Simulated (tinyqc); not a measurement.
Changing the mean composition c0: Cahn-Hilliard equation on a periodic one-dimensional grid. Computed by tinyqc, a small Python program. Command: `OMP_NUM_THREADS=1 python tinyqc.py 3019619 3019620 out.jsonl cahn sweep`. One thread of a shared host (Intel(R) Xeon(R) Processor @ 2.30GHz), about 3 s of CPU time with the checks.

Free energy F = h sum_j [A (c_j^2 - 1)^2/4 + (kappa/2) ((c_(j+1) - c_j)/h)^2]; dc/dt = Lap(mu), mu = A (c^3 - c) - kappa Lap(c), Lap(y)_j = (y_(j+1) - 2 y_j + y_(j-1))/h^2, mobility 1; the grid has n = 16 points.

Inputs (values chosen for the exercise, in reduced units):

| quantity | value | unit |
|---|---|---|
| spacing h | 0.89 | - |
| well depth A | 1.5 | - |
| gradient coefficient kappa | 1.6 | - |
| noise amplitude | 0.02 | - |
| time step dt | 0.025 | - |
| end time | 150 | - |

Scheme: explicit Euler.

random numbers: -0.649  0.978  0.644  0.241  -0.600  0.677  0.658  -0.931  0.439  -0.536  0.052  0.702  -0.604  -0.845  -0.522  -0.690

Method:
- f'' = A (3 c0^2 - 1). Mode m has lambda_m = (4/h^2) sin^2(pi m/n) and the rate w_m = -lambda_m (f'' + kappa lambda_m). In the continuum the fastest wavelength is 2 pi sqrt(2 kappa/|f''|) with the rate f''^2/(4 kappa). Explicit steps near c = +-1, where f'' = 2A, are stable for dt < 2/(16 kappa/h^4 + 8 A/h^2).
- Start: c_j = c0 + amplitude x (z_j - mean of z).
- c(new) = c + dt Lap(mu).
- Run to the end time; break off if |c| exceeds 3 or F has risen by more than 1e-9 in more than 30 steps. Domains = stretches with c > c0.

One run for each value:

| mean composition c0 | fastest wavelength | largest rate | F at the end | f'' |
|---|---|---|---|---|
| -0.36 | 11.739 | 0.13133 | 2.8457 | -0.9168 |
| -0.24 | 10.090 | 0.24056 | 2.8702 | -1.2408 |
| -0.12 | 9.382 | 0.32184 | 2.8783 | -1.4352 |
| 0.00 | 9.177 | 0.35156 | 2.8799 | -1.5000 |
| 0.12 | 9.382 | 0.32184 | 2.8781 | -1.4352 |
| 0.24 | 10.090 | 0.24056 | 2.8704 | -1.2408 |
| 0.36 | 11.739 | 0.13133 | 2.8456 | -0.9168 |

Over the rows, fastest wavelength goes from 11.7 through a minimum among these rows, 9.18 at 0, to 11.7; largest rate goes from 0.131 through a maximum among these rows, 0.352 at 0, to 0.131; F at the end goes from 2.85 through a maximum among these rows, 2.88 at 0, to 2.85. The spinodal lies at |c0| = 1/sqrt(3) = 0.577, where the wavelength diverges and the rate vanishes. Left out: -0.480, 0.480 (no mode grows enough within the run).

Extremes, crossings and ranges named in words are read from the listed rows.
